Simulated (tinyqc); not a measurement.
Thin film between two gates, subbands and threshold shift from confinement: two steps of the calculation.

Undoped body with a flat potential across it, hard walls, transport along x. Three valley pairs (g = 2 each) with the longitudinal mass along x, y or z. Non-parabolicity enters the subband edges through E (1 + al E) = gamma, so E = 2 gamma/(1 + sqrt(1 + 4 al gamma)); motion within a subband is taken as parabolic with the band-edge mass. Energies are counted from the bulk band edge.

Parameters, values chosen for the exercise; masses close to those of silicon: temperature T = 300 K; longitudinal mass ml = 0.934 m0; transverse mass mt = 0.19 m0; non-parabolicity al = 0 1/eV; film thickness (along z) t = 3.1 nm; widening of the box by penetration into the insulator dl = 0.3 nm.

Constants: q = 1.602176634e-19 C, kB = 1.380649e-23 J/K, hbar = 1.054571817e-34 J s, m0 = 9.1093837015e-31 kg, Vt = kB T/q, hbar^2/(2 m0) = 0.0380998212 eV nm^2. Results are converted to the units shown.

Task 1. Lowest subbands. gamma = C (pi k/(t + dl))^2/mz, C = hbar^2/(2 m0). List the 5 lowest, labelled by valley axis and quantum numbers, with degeneracy g and N_k: N_k = g sqrt(mx my) m0 kB T/(pi hbar^2).

Find: E_k; g; N_k.

Result 1.

E_k, subband z1 to z3 (eV): [0.034827, 0.13931, 0.17120, 0.17120, 0.31344]
g, subband z1 to z3: [2, 2, 2, 2, 2]
N_k, subband z1 to z3 (cm^-2): [4.1037e12, 4.1037e12, 9.0985e12, 9.0985e12, 4.1037e12]

Task 2. Threshold shift. Each subband has N_k = g sqrt(mx my) m0 kB T/(pi hbar^2); without degeneracy n = exp(EF/Vt) sum N_k exp(-E_k/Vt). Classical value Nc times t, Nc = sum over valleys of 2 g (m m0 kB T/(2 pi hbar^2))^1.5 with m = (mx my mz)^(1/3). Threshold shift dVT = Vt ln(classical value/sum N_k exp(-E_k/Vt)). Use the subbands listed.

E_k, subband z1 to z3 (eV): [0.034827153, 0.13930861, 0.17120295, 0.17120295, 0.31344438]
N_k, subband z1 to z3 (cm^-2): [4.1036937e12, 4.1036937e12, 9.0985372e12, 9.0985372e12, 4.1036937e12]

Give: shares; sum N_k exp(-E_k/Vt); Nc; classical value; dVT.

Result 2.

shares, subband z1 to z3 (%): [96.128, 1.689, 1.091, 1.091, 0.002]
sum N_k exp(-E_k/Vt) = 1.1098e12 cm^-2
Nc = 2.7647e19 cm^-3
classical value = 8.5706e12 cm^-2
dVT = 52.845 mV

Computed by the program tinyqc: `OMP_NUM_THREADS=1 python tinyqc.py 2350083 2350084 out.jsonl`, one thread of a shared Intel Xeon 2.30GHz, about 0.05 s for the whole run.
